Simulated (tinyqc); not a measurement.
From results back to parameters: Koster-Slater impurity in an sp3s* host.

Problem. In the Koster-Slater model a defect shifts the s level of its site by Vs and the p levels by Vp; an A1 level solves 1/Vs = G_s(E) and a T2 level 1/Vp = G_p(E), E from the top of the valence band. A defect has an A1 level at E = 0.3057 eV, one of the energies of the table, and a T2 level at 0.9172 eV.

G(E) of the host (1/eV):
```
E (eV)         G_s         G_p
0.0000  -0.0683182   0.1000556
0.1529  -0.0810323   0.0624804
0.3057  -0.0955924   0.0351229
0.4586  -0.1127076   0.0108071
0.6114  -0.1334683  -0.0131147
0.7643  -0.1597201  -0.0387480
0.9172  -0.1950278  -0.0690659
1.0700  -0.2480692  -0.1108497
1.2229  -0.3601209  -0.2001186
```

Find: Vs, Vp.

Solution. Read G_s and G_p at the two energies and invert them. Vs is attractive and pulls its level down from the conduction bands. Vp is attractive and pulls its level down from the conduction bands.

Vs, Vp (eV): -10.5  -14.5

(tinyqc, `OMP_NUM_THREADS=1 python tinyqc.py 1450846 1450847 out.jsonl`, Intel(R) Xeon(R) Processor @ 2.30GHz, 1 thread, shared host, about 0.01 s.)
